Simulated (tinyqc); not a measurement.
# Piezoresistors in the (001) plane of a cubic crystal, step by step

Program tinyqc, `OMP_NUM_THREADS=1 python tinyqc.py 2530144 2530145 out.jsonl`; Intel Xeon 2.30GHz, shared host, one thread, about 0.01 s. Printed values are rounded.

Plane stress in crystal axes x = [100], y = [010]. First-order piezoresistance: d rho_xx/rho = p11 sxx + p12 syy, d rho_yy/rho = p12 sxx + p11 syy, d rho_xy/rho = p44 sxy; a resistor along d = (cos th, sin th) changes by dR/R = d.(d rho/rho).d. Changes of geometry and second-order terms are left out.

Parameters, values chosen for the exercise; coefficients close to those of lightly doped p-type silicon:
```
symbol,value,unit,meaning
p11,6.34,x 1e-11/Pa,piezoresistive coefficient
p12,-1.16,x 1e-11/Pa,piezoresistive coefficient
p44,130,x 1e-11/Pa,piezoresistive coefficient
th,45,deg,angle of the current from [100]
Sx,246,MPa,stress sxx
Sy,175,MPa,stress syy
St,-57,MPa,shear stress sxy
Vb,1.2,V,bridge supply
E,171,GPa,Young's modulus along [110]
```

Range of the model: Above about 200 MPa second-order terms begin to count.

## Change of the resistivity tensor

As in the introduction.

d rho/rho (%):

|  | x | y |
|---|---|---|
| x | 1.35664 | -7.41000 |
| y | -7.41000 | 0.82414 |

## Resistors at th and th + 90 degrees, and the bridge

dR/R = d.(d rho/rho).d. A full bridge with two resistors of each kind in opposite arms gives Vout = Vb (a - b)/(2 + a + b), a and b the two dR/R.

dR/R at th = -6.31961 %
dR/R at th + 90 = 8.50039 %
Vout = -87.9609 mV

## Longitudinal and transverse coefficients

For uniaxial stress along or across the current: pL = p11 - (A/2) sin^2(2 th), pT = p12 + (A/2) sin^2(2 th), A = p11 - p12 - p44. Gauge factor along [110]: E (p11 + p12 + p44)/2.

A = -122.5 x 1e-11/Pa
pL = 67.59 x 1e-11/Pa
pT = -62.41 x 1e-11/Pa
gauge factor = 115.579
